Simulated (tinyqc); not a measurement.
Ballistic transport through the one-dimensional subbands of a rectangular nanowire or nanosheet channel: one step, computed by the program tinyqc.

Hard walls, parabolic subbands, transport along x. Energies are counted from the bulk conduction band edge at the top of the barrier, which the gate pulls down by U; the source Fermi level lies at the bulk edge when U = 0.

Problem. Subbands. E_pq = (hbar^2 pi^2/2)(p^2/(m_y b^2) + q^2/(m_z a^2)); valley pairs: (m_x, m_y, m_z) = (m_t, m_t, m_l), (m_t, m_l, m_t), (m_l, m_t, m_t), each with degeneracy g = 2; the 10 lowest subbands are kept.

Inputs (values chosen for the exercise, modelled on silicon):
```
quantity        value  unit
light mass m_t   0.18   m_0
heavy mass m_l  0.911   m_0
height a          4.5    nm
width b           5.2    nm
```

Valleys: silicon [100] wire.

Constants: hbar^2/(2 m_0) = 3.80998212 eV angstrom^2; k_B = 8.617333262e-05 eV/K.

Give: Subbands.

Solution.

Subbands:
```
valley axis  p  q  E (meV)  m_x (m_0)
z            1  1     97.6      0.180
y            1  1    118.4      0.180
z            1  2    158.8      0.180
y            2  1    164.2      0.180
x            1  1    180.4      0.911
y            3  1    240.5      0.180
z            1  3    260.7      0.180
z            2  1    329.4      0.180
y            4  1    347.4      0.180
z            2  2    390.6      0.180
```
